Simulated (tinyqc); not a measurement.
# Electron continuity equation in a given potential, Scharfetter-Gummel discretisation: current and errors against the applied potential

Steady state in one dimension: J = q mu n E + q D dn/dx with E = -dpsi/dx and D = mu Vt, dJ/dx = 0, fixed densities nL and nR at the ends. The potential is given, psi = U x/L, and is not changed by the electrons.

8 equal intervals. Fluxes J_i = (q D/h)(n_(i+1) P_i - n_i Q_i), d_i = (psi_(i+1) - psi_i)/Vt: Scharfetter-Gummel P = B(d), Q = B(-d), B(d) = d/(exp(d) - 1); central P = 1 - d/2, Q = 1 + d/2; upwind P = 1 + max(-d, 0), Q = 1 + max(d, 0). Balance at each inner node: J_i - J_(i-1) = 0. The reference is Scharfetter-Gummel on 4000 intervals or more. Errors are those of J on the first interval against the reference at its midpoint; errors under 1e-6 % are printed as 0.

Values chosen for this exercise; mobility close to that of 4H silicon carbide at room temperature:
```
symbol   value        unit               meaning
T          273           K           temperature
mu         895  cm^2/(V s)     electron mobility
L          3.4          um  length of the region
nL        1e15       cm^-3      density at x = 0
nR      2.9e14       cm^-3      density at x = L
```

Constants: q = 1.602176634e-19 C, kB = 1.380649e-23 J/K, Vt = kB T/q. Results are converted to the units shown.

Current and errors against the applied potential:
```
U (V),largest |d|,reference J (A/cm^2),SG error (%),central error (%),upwind error (%),"most negative central n (cm^-3), 0 if none"
-0.0094,0.04995,-4.581,0,-0.0316,3.76,0
-0.038,0.2019,1.824,0,1.06,-31.1,0
-0.094,0.4995,10.97,0,0.404,-5.64,0
-0.19,1.010,23.22,0,0.0425,-0.849,0
-0.28,1.488,34.25,0,1.61e-3,-0.165,0
-0.41,2.179,50.15,0,6.60e-6,-0.0235,0
-0.56,2.976,68.49,0,-5.35e-4,-3.92e-3,0
-0.85,4.516,104.0,0,-0.121,-2.86e-4,0
```

What does the table show?

The reference current rises from -4.58 to 104 A/cm^2. The largest errors in size are 0 % (Scharfetter-Gummel), 1.1 % (central) and 31 % (upwind).

Numbers from tinyqc (`OMP_NUM_THREADS=1 python tinyqc.py 2220032 2220033 out.jsonl`; about 0.01 s on one thread of a shared Intel Xeon 2.30GHz).
